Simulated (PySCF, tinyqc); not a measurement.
Worked calculation: CID on RHF in the sto-3g basis, for H4, spin multiplicity 1. The lowest restricted solution is unstable here: a spin-polarised one lies 0.1307 hartree lower (PySCF). One step of it, computed by the program tinyqc.

Task: Iteration 1: diagonalisation and new density. Diagonalise F' = X^T F X, C = X C', fill 2 alpha and 2 beta electrons from the bottom; D = 2 C_occ C_occ^T. Each column has its largest component positive (the first on a tie).

Fock matrix F (hartree), order 1H 1s, 2H 1s, 3H 1s, 4H 1s:
$$\begin{pmatrix}
-0.135085 & -0.257937 & -0.012579 & 0.021458 \\
-0.257937 & -0.077260 & -0.148980 & -0.012568 \\
-0.012579 & -0.148980 & -0.077271 & -0.258184 \\
0.021458 & -0.012568 & -0.258184 & -0.134908
\end{pmatrix}$$

X, order 1H 1s, 2H 1s, 3H 1s, 4H 1s:
$$\begin{pmatrix}
0.477754 & 0.638236 & 0.550575 & 0.343659 \\
-0.719886 & -0.437662 & 0.365894 & 0.501937 \\
0.720857 & -0.436370 & -0.365002 & 0.502496 \\
-0.479137 & 0.637452 & -0.549899 & 0.344524
\end{pmatrix}$$

Give: F' = X^T F X; orbital energies; coefficients C; D after iteration 1.

Result:

F' = X^T F X (hartree):
$$\begin{pmatrix}
0.3412 & -0.0001 & -0.0114 & 0.0000 \\
-0.0001 & 0.1230 & -0.0001 & -0.0425 \\
-0.0114 & -0.0001 & -0.2730 & 0.0000 \\
0.0000 & -0.0425 & 0.0000 & -0.3281
\end{pmatrix}$$

orbital energies (hartree): MO1 -0.3321, MO2 -0.2732, MO3 0.1269, MO4 0.3415

coefficients C, order 1H 1s, 2H 1s, 3H 1s, 4H 1s:
$$\begin{pmatrix}
0.4019 & 0.5592 & 0.6035 & 0.4673 \\
0.4592 & 0.3522 & -0.4827 & -0.7264 \\
0.4595 & -0.3520 & -0.4810 & 0.7276 \\
0.4020 & -0.5587 & 0.6026 & -0.4690
\end{pmatrix}$$

D after iteration 1, order 1H 1s, 2H 1s, 3H 1s, 4H 1s:
$$\begin{pmatrix}
0.9485 & 0.7630 & -0.0243 & -0.3018 \\
0.7630 & 0.6698 & 0.1742 & -0.0243 \\
-0.0243 & 0.1742 & 0.6701 & 0.7628 \\
-0.3018 & -0.0243 & 0.7628 & 0.9477
\end{pmatrix}$$
